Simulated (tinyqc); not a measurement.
# Voltage acceleration of oxide breakdown, four models on the same data: lifetime against voltage in four models

Field E = V/tox in MV/cm. Models: ln(t63/1 s) = a - c X with X = E (E model), -1/E (1/E model), ln V (power law, c the exponent n) or sqrt(E).

a and c were fitted to stress data from 1.42 to 1.91 V. Project to Vu, multiply by exp[(Ea q/kB)(1/Tu - 1/Ts)] and by ks; ten years are 3.15576e8 s.

Parameters, values chosen for the exercise:
- tox = 1.1 nm (oxide thickness)
- Ts = 423 K (stress temperature)
- Tu = 358 K (use temperature)
- Ea = 0.48 eV (activation energy)
- ks = 3.8e-5 (factor for area and percentile)

Constants: q = 1.602176634e-19 C, kB = 1.380649e-23 J/K. Results are converted to the units shown.

```
model	c	a
E	2.19283	41.0247
1/E	493.007	-25.2175
power	33.0606	24.4470
sqrt E	17.0523	74.0552
```

Results:
```
Vu (V)	log10 years, E	log10 years, 1/E	log10 years, power	log10 years, sqrt E
0.65	1.308	14.40	5.921	3.279
0.79	0.09631	7.980	3.121	1.434
0.93	-1.116	3.492	0.7782	-0.2526
1.08	-2.414	-0.02527	-1.369	-1.924
1.22	-3.626	-2.528	-3.119	-3.382
1.51	-6.137	-6.235	-6.181	-6.158
1.65	-7.349	-7.559	-7.454	-7.401
```

Estimate the missing row, Vu = 1.36 V.

Computed row:
```
Vu (V)	log10 years, E	log10 years, 1/E	log10 years, power	log10 years, sqrt E
1.36	-4.839	-4.515	-4.679	-4.759
```

With this row back in the table: The four agree within 0.21 decades in the last row, inside the stress range, and part by 13.1 decades in the first. The local exponent -d ln t/d ln V is c E for the E model, which shrinks as V falls, constant for the power law, and c/E for the 1/E model, which grows as V falls.

Range of the model: All four laws are empirical fits; none is established far below the stress range.

Numbers from tinyqc (`OMP_NUM_THREADS=1 python tinyqc.py 2070164 2070165 out.jsonl`; about 0.01 s on one thread of a shared Intel Xeon 2.30GHz).
